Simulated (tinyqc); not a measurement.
Substrate current against gate voltage: lateral field, substrate current, probability of reaching the oxide barrier and hot-carrier lifetime of a silicon transistor (pseudo-two-dimensional and lucky-electron models). Computed by tinyqc, a small Python program. Command: `OMP_NUM_THREADS=1 python tinyqc.py 3005577 3005578 out.jsonl hotcar walk`. One thread of a shared host (Intel(R) Xeon(R) Processor @ 2.30GHz), about 0.01 s of CPU time with the checks.

Local-field models: a lucky carrier gains its energy at the peak field over a path free of collisions. Voltages are magnitudes.

Inputs (values chosen for the exercise, modelled on a silicon p-channel):
```
quantity                             value                      unit
channel length L                      1900                        nm
oxide thickness t                       50                        nm
junction depth x_j                     480                        nm
mobility mu                            110                cm^2/(V s)
saturation velocity v_s               0.74                  1e7 cm/s
threshold voltage V_T                 0.69                         V
drain voltage V_D                       12                         V
ionisation prefactor A_i           8.9e+06                      1/cm
ionisation field B_i                  3.64                     MV/cm
hot-carrier mean free path lambda      5.4                        nm
oxide barrier phi_b                    4.6                        eV
interface-trap threshold phi_it        4.5                        eV
lifetime constant H                     40  s microampere/micrometre
```

Drain: abrupt.

Constants: eps_0 = 8.8541878128e-12 F/m.

Method:
- C_ox = 3.9 eps_0/t; F_sat = 2 v_s/mu; V_Dsat = V_ov F_sat L/(V_ov + F_sat L), V_ov = V_G - V_T; I_D/W = C_ox v_s (V_ov - V_Dsat).
- Scale length l = 0.22 t^(1/3) x_j^(1/2) (all in cm); F_m = sqrt(((V_D - V_Dsat)/l_e)^2 + F_sat^2), with l_e = l; length of the velocity-saturated region l_e ln((V_D - V_Dsat)/(l_e F_sat) + F_m/F_sat).
- Substrate current I_sub/I_D = (A_i/B_i)(V_D - V_Dsat) exp(-B_i/F_m); probability of reaching the oxide barrier exp(-phi_b/(e lambda F_m)); lifetime tau = (H/(I_D/W)) exp(phi_it/(e lambda F_m)).

At the given drain voltage:
```
V_G (V)  V_Dsat (V)  I_D/W (microampere/micrometre)  F_m (kV/cm)  I_sub/W (microampere/micrometre)     tau (s)
1.3          0.5958                            0.73       457.77                        7.1337e-03  4.4331e+09
1.9          1.1553                            2.79       437.30                        1.7983e-02  2.7027e+09
2.9          2.0341                            8.99       405.35                        2.7574e-02  3.7744e+09
4.2          3.0862                           21.66       367.51                        2.3579e-02  1.3002e+10
5.7          4.1890                           41.96       328.51                        1.2349e-02  9.9119e+10
7.6          5.4396                           75.15       285.41                        3.4858e-03  2.5503e+12
9.4          6.4965                          113.12       250.38                        7.3912e-04  1.0071e+14
11.0         7.3469                          151.43       223.55                        1.4614e-04  4.0845e+15
13.0         8.3089                          204.48       195.34                        1.4909e-05  6.5843e+17
```

What follows from these numbers?

I_sub peaks at V_G = 2.9 V, 0.24 V_D: a higher gate voltage brings more carriers but raises V_Dsat and so lowers F_m. The shortest lifetime among the rows lies at V_G = 1.9 V, below that of the largest I_sub, since tau depends more steeply on the field.

Extremes, crossings and ranges named in words are read from the listed rows.
